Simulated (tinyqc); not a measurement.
Length of a polyene: Hueckel, PPP and singles CI along the polyenes. Computed by the program tinyqc. Hueckel uses the same beta without repulsion; CIS keeps all single excitations and so misses the low, doubly excited 2Ag state. W is the valence ionisation energy of a centre, MN the Mataga-Nishimoto formula, f the oscillator strength.

All-trans chains of carbon centres 1.40 angstrom apart:

| parameter | value |
|---|---|
| beta (eV), times 1 +/- alternation | -2.640000 |
| alternation | 0.160000 |
| W (eV) | 11.160000 |
| gamma_rr (eV) | 9.950000 |
| repulsion formula | Ohno |

Gaps and excitations (eV):

| centres | Hueckel gap | PPP orbital gap | bright singlet (CIS) | f | lowest triplet (CIS) |
|---|---|---|---|---|---|
| 2 | 6.1248 | 13.2762 | 7.5241 | 0.6451 | 4.7255 |
| 4 | 4.2963 | 10.8186 | 6.0208 | 1.1420 | 3.6674 |
| 8 | 2.9913 | 8.9279 | 4.6893 | 1.9533 | 2.9101 |
| 10 | 2.6957 | 8.4935 | 4.3587 | 2.3171 | 2.7618 |

Estimate the missing row, centres = 6.

Computed row:
```
centres  Hueckel gap  PPP orbital gap  bright singlet (CIS)       f  lowest triplet (CIS)
6             3.4600           9.6169                5.1937  1.5666                3.1691
```

The Hueckel gap tends to 4 x alternation x |beta| = 1.69 eV for long chains. Exchange opens the PPP orbital gap, and the attraction of electron and hole brings the bright state 4.13 eV below it at 10 centres; the triplet lies 1.60 eV lower still.
